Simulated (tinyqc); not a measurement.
Heterojunction of two tight-binding chains: one step. Transmission. Two cases, with inputs chosen for the exercise.

Problem. The last site of the left chain has energy 2 t1 + U, and S1, S2 are the self-energies of the two half chains on it. G = 1/(E - 2 t1 - U - S1 - S2); T = 4 Im(S1) Im(S2) |G|^2.

Give: G; T.

Case 1.

Values chosen (out of a larger set: masses and offset of the size met at InAs / GaSb; not measured data): E = 1.18 eV (electron energy); U = -0.66 eV (extra energy on the last left site).

t1 = 4.262536 eV
S1 = -3.6725355-2.1637218i eV
S2 = -4.0075355-1.4521942i eV

Solution.

G = 0.0707-0.2571i 1/eV
T = 0.8936

A fraction 0.1064 is reflected although the electron lies above the step.

Case 2.

Values chosen (out of a larger set: masses and offset of the size met at InAs / GaSb; not measured data): E = 0.865 eV (electron energy); U = 0 eV (extra energy on the last left site).

t1 = 4.972958 eV
S1 = -4.5404581-2.0284360i eV
S2 = -2.9404998-0.2166055i eV

Solution.

G = -0.2105-0.2954i 1/eV
T = 0.2312

A fraction 0.7688 is reflected although the electron lies above the step.

Computed by tinyqc, one run a case: `OMP_NUM_THREADS=1 python tinyqc.py N N+1 out.jsonl` with N = 1481768, 1482015; one thread of a shared Intel(R) Xeon(R) Processor @ 2.30GHz, about 0.01 s a run at most.
